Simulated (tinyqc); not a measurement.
Worked calculation: low-temperature mobility of a two-dimensional electron gas with static screening. Computed by tinyqc, a small Python program that keeps every step. Command: `OMP_NUM_THREADS=1 python tinyqc.py 3019725 3019726 out.jsonl twodeg walk`. One thread of a shared host (Intel(R) Xeon(R) Processor @ 2.30GHz), about 0.01 s of CPU time with the checks. Intermediate numbers are printed to about 7 digits and carried at full precision; extremes and crossings named in words are read from the listed rows.

One subband is filled, the gas is degenerate and scatters at the Fermi circle; one permittivity serves on both sides of the interface. All formulas are in SI units, masses times m_0. Piezoelectric and polar phonons are left out, and n_s is taken as set by a gate, independent of N_i.

Inputs (values chosen for the exercise, modelled on a silicon inversion layer):
```
quantity,value,unit
in-plane mass m,0.192,m_0
mass across the layer m_z,0.884,m_0
permittivity eps,11.5,-
valley degeneracy g_v,2,-
sheet density n_s,8.4e+11,1/cm^2
depletion charge N_d,9.9e+10,1/cm^2
roughness height Delta,0.26,nm
correlation length Lambda,2.4,nm
remote charge density N_i,1.1e+11,1/cm^2
distance d of the charges from the interface,0.33,nm
density rho,2329,kg/m^3
sound velocity v_l,9290,m/s
deformation potential D_A,11,eV
temperature T,20,K
```

Wave function: Fang-Howard. Roughness spectrum: exponential.

Constants: m_0 = 9.1093837015e-31 kg; e = 1.602176634e-19 C; eps_0 = 8.8541878128e-12 F/m; hbar = 1.054571817e-34 J s; k_B = 1.380649e-23 J/K.

## Fermi circle, screening and layer thickness

k_F = sqrt(2 pi n_s/g_v); E_F = hbar^2 k_F^2/(2 m); q_TF = g_v m e^2/(2 pi eps eps_0 hbar^2); Fang-Howard parameter b = [12 m_z e^2 (N_d + 11 n_s/32)/(eps eps_0 hbar^2)]^(1/3), mean depth 3/b; effective field F = e (N_d + n_s/2)/(eps eps_0).

k_F = 0.1624481 1/nm

E_F = 5.236618 meV

q_TF = 1.262008 1/nm

b = 0.9470336 1/nm

mean depth = 3.167786 nm

effective field F = 0.08166410 MV/cm

q_TF/(2 k_F) = 3.88: screening is strong for back-scattering. Caution: k_B T exceeds a quarter of E_F, so scattering at the Fermi circle alone and zero-temperature screening are rough.

## The integrands at a few angles

Form factors with u = q/b: screening G(q) = [1 + 9u/8 + 3u^2/8]/(1 + u)^3, remote charge P(q) = exp(-q d)/(1 + u)^3. Dielectric function eps(q) = 1 + q_TF G(q)/q, with q = 2 k_F sin(theta/2). Roughness: <|U|^2> = (e F)^2 S(q), S = pi Delta^2 Lambda^2/(1 + q^2 Lambda^2/2)^(3/2). Remote charges: <|U|^2> = N_i [e^2 P(q)/(2 eps eps_0 q)]^2. The last two columns are (m/(pi hbar^3)) <|U|^2>/eps(q)^2.

Integrands (1e9/(s rad)):
```
theta (degrees),q (1/nm),G,eps(q),roughness,remote charges
5,0.0141718,0.9725992,87.61080,1.293964e-02,487.7110
15,0.0424075,0.9216844,28.42851,1.220508e-01,426.7737
30,0.0840893,0.8544378,13.82336,5.047237e-01,348.6670
60,0.1624481,0.7487995,6.81719,1.916391e+00,235.0506
90,0.2297363,0.6749682,4.70780,3.627424e+00,165.5736
135,0.3001649,0.6104192,3.56644,5.529114e+00,113.8270
180,0.3248962,0.5902949,3.29291,6.156524e+00,99.6625
```

## Interface roughness

1/tau_t = (m/(pi hbar^3)) int_0^pi (1 - cos theta) <|U|^2>/eps(q)^2 dtheta; the quantum rate 1/tau_q drops the factor (1 - cos theta); 200 Gauss-Legendre points in s with theta = pi s^2, s from 0 to 1; mu = e tau_t/m.

tau_t, roughness = 65.11660 ps

tau_q, roughness = 95.31266 ps

roughness mobility = 596502.0 cm^2/(V s)

tau_t/tau_q, roughness = 0.6831894

k_F Lambda = 0.39: the roughness is short against the Fermi wavelength and scatters through large angles.

## Remote charges

The formulas are those given above.

tau_t, charges = 2.340777 ps

tau_q, charges = 1.498903 ps

remote-charge mobility = 21442.74 cm^2/(V s)

tau_t/tau_q, charges = 1.561660

With D = d + 3/b = 3.50 nm, k_F D = 0.57 and q_TF D = 4.41. When both are large, only small angles survive the factor exp(-2 q D) and tau_t/tau_q tends to (2 k_F D)^2, here 1.29; that limit is not reached.

## Acoustic phonons

Unscreened deformation potential in equipartition: 1/tau = m D_A^2 k_B T I/(rho v_l^2 hbar^3), I = int |psi|^4 dz = 3 b/16 for the Fang-Howard function (used for both wave-function options); mu = e tau/m. Bloch-Grueneisen temperature T_BG = 2 hbar v_l k_F/k_B.

acoustic mobility = 81072.44 cm^2/(V s)

T_BG = 23.05437 K

Caution: T is below the Bloch-Grueneisen temperature T_BG, so equipartition fails: the acoustic mobility is only a lower bound and the acoustic share of 1/mu is overstated.

## All together

At the Fermi circle the rates add, so 1/mu is the sum; sheet resistance 1/(n_s e mu); mean free path hbar k_F mu/e; the quantum time adds the rates 1/tau_q, with the isotropic acoustic rate e/(m mu).

Mobilities:
```
process,mu (cm^2/(V s)),share of 1/mu (%)
roughness,596502.0,2.764263
remote charges,21442.74,76.89728
acoustic phonons,81072.44,20.33846
```

mobility mu = 16488.88 cm^2/(V s)

sheet resistance = 450.6290 ohm

mean free path = 176.3078 nm

Dingle ratio tau_t/tau_q = 1.423144

The largest single share of 1/mu (77 %) belongs to remote charges: they are many or near enough that screening leaves their potential the strongest. The Dingle ratio of 1.42 marks mostly large-angle scattering.

Checks made by the program: angular integral against adaptive quadrature (relative difference below 1e-10).
